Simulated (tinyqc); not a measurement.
What each parameter does: six-band Luttinger-Kohn model with strain.

Six-band Luttinger-Kohn model in the basis |3/2,3/2>, |3/2,1/2>, |3/2,-1/2>, |3/2,-3/2>, |1/2,1/2>, |1/2,-1/2>, electron energies, zero at the top of the unstrained valence band. H = -[rows: (P+Q, -S, R, 0, -S/r2, r2 R); (-S*, P-Q, 0, R, -r2 Q, r32 S); (R*, 0, P-Q, S, r32 S*, r2 Q); (0, R*, S*, P+Q, -r2 R*, -S*/r2); (-S*/r2, -r2 Q, r32 S, -r2 R, P+Dso, 0); (r2 R*, r32 S*, r2 Q, -S/r2, 0, P+Dso)], r2 = sqrt(2), r32 = sqrt(3/2). Levels are twofold.

P = c g1 k^2 - av tr(e); Q = c g2 (kx^2 + ky^2 - 2 kz^2) - (b/2)(exx + eyy - 2 ezz); R = c sqrt3 [-g2 (kx^2 - ky^2) + 2i g3 kx ky] + (sqrt3/2) b (exx - eyy) - i d exy; S = 2 c sqrt3 g3 (kx - i ky) kz - d (exz - i eyz); c = hbar^2/2m0, e the strain tensor (not engineering shear).

s11 = (C11 + C12)/((C11 - C12)(C11 + 2 C12)), s12 = -C12/((C11 - C12)(C11 + 2 C12)), s44 = 1/C44; exx = s11 sxx + s12 (syy + szz) and cyclic, exy = s44 sxy/2; tension is positive. A uniaxial stress X along the unit vector n is s_ij = X n_i n_j.

Constants: hbar^2/2m0 = 3.80998211 eV angstrom^2.

Parameters, chosen for this exercise (near those of Si; the results hold for these values, not for the real material): Dso = 0.043 eV (spin-orbit splitting); g1 = 4.28 (Luttinger gamma1); g2 = 0.34 (gamma2); g3 = 1.45 (gamma3); av = 2.41 eV (valence hydrostatic potential); b = -2.1 eV (tetragonal shear potential); d = -4.77 eV (trigonal shear potential); C11 = 164.8 GPa; C12 = 63.5 GPa; C44 = 81.4 GPa; load = biaxial (001) (kind of stress); X = 0.2 GPa (stress).

Edges at k = 0 under a biaxial (001) stress X and the curvature mass of the top pair along [110] (step 0.0002 1/angstrom).

Results for these values:

| case | top (eV) | second (eV) | third (eV) | mass (m0) |
|---|---|---|---|---|
| base | 0.0082 | -0.0008 | -0.0404 | 0.261 |

What happens to each result for C44 = 97.68 GPa, all else kept?

Answer: top does not change at the printed digits; second does not change at the printed digits; third does not change at the printed digits; mass does not change at the printed digits.

The same for each parameter in turn:

| case | top (eV) | second (eV) | third (eV) | mass (m0) |
|---|---|---|---|---|
| base | 0.0082 | -0.0008 | -0.0404 | 0.261 |
| C12 = 50.8 GPa | 0.0079 | -0.0001 | -0.0400 | 0.260 |
| av = 2.892 eV | 0.0088 | -0.0002 | -0.0398 | 0.261 |
| C44 = 97.68 GPa | 0.0082 | -0.0008 | -0.0404 | 0.261 |
| X = 0.24 GPa | 0.0100 | -0.0010 | -0.0400 | 0.262 |
| d = -3.816 eV | 0.0082 | -0.0008 | -0.0404 | 0.261 |
| Dso = 0.052 eV | 0.0081 | -0.0008 | -0.0493 | 0.260 |
| g1 = 3.424 | 0.0082 | -0.0008 | -0.0404 | 0.336 |

The Luttinger parameters multiply k^2 and cannot move the edges; av shifts all edges alike and leaves the mass.

Program tinyqc; command `OMP_NUM_THREADS=1 python tinyqc.py 1081544 1081545 out.jsonl`; about 0.05 s on one thread of a shared Intel(R) Xeon(R) Processor @ 2.30GHz.
